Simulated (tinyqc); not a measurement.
From results back to parameters: donors on two lattice sites with valley-orbit split states.

Problem. The electron density is given and ND is hidden.

Each donor binds at most one electron, in any of its states. For a site s, W_s = sum over its states of g exp(E/kT), and the ionised share is 1/(1 + W_s exp(eta)), eta = (EF - Ec)/kT; n = Nc F_1/2(eta); neutrality n + NA = ND x (mean ionised share, the two sites in equal numbers); holes are neglected. Nc from N = 2 (m kB T/(4 pi c))^(3/2) with c = hbar^2/2m0, in 1/angstrom^3; times 1e24 for 1/cm^3, m = md. F_j(eta) = (1/Gamma(j + 1)) integral_0^infinity x^j dx/(1 + exp(x - eta)), which tends to exp(eta) for eta << 0.

Constants: hbar^2/2m0 = 3.80998211 eV angstrom^2; kB = 8.617333262e-05 eV/K.

Parameters, chosen for this exercise (near those of nitrogen in 4H-SiC; shifted at random, so the results belong to these values and not to a real crystal):
- md = 0.808 m0 (density-of-states mass of the conduction band)
- E = (62.8, 55.3, 127.9, 85.6) meV (binding energies of h ground, h excited, k ground, k excited)
- g = (2, 4, 2, 4) (their degeneracies with spin)
- T = 500 K
- NA = 0 1/cm^3 (compensating acceptors, all ionised)

n = 2.8090e+16 1/cm^3

Find: eta; mean ionised share; ND.

Solution. n/Nc gives eta, eta and W_s give the ionised share, and ND = (n + NA)/share.

eta = -7.241
mean ionised share = 0.969
ND = 2.9e+16 1/cm^3

tinyqc: `OMP_NUM_THREADS=1 python tinyqc.py 1651371 1651372 out.jsonl`; about 0.01 s, one thread, shared Intel(R) Xeon(R) Processor @ 2.30GHz.
